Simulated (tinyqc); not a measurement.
## Drift layer from breakdown voltage and on-resistance

Inverse problem. An ideal drift layer with a triangular field at breakdown has BV = Ec W/2, N = eps0 eps_r Ec/(q W) and Ron = W/(q mu N). Find Ec, W and N.

Parameters, values chosen for the exercise: relative permittivity eps_r = 11.8; electron mobility of the drift layer mu = 1280 cm^2/(V s).

Constants: q = 1.602176634e-19 C, eps0 = 8.8541878128e-14 F/cm where lengths are in cm. Results are converted to the units shown.

BV = 93.472552 V
Ron = 0.54570773 mohm cm^2

Answer. Eliminating W and N gives Ron = 4 BV^2/(eps0 eps_r mu Ec^3), which yields Ec.

Ec = 363 kV/cm
W = 5.15 um
N = 4.60e15 cm^-3

Computed by the program tinyqc: `OMP_NUM_THREADS=1 python tinyqc.py 2120038 2120039 out.jsonl`, one thread of a shared Intel Xeon 2.30GHz, about 0.04 s for the whole run.
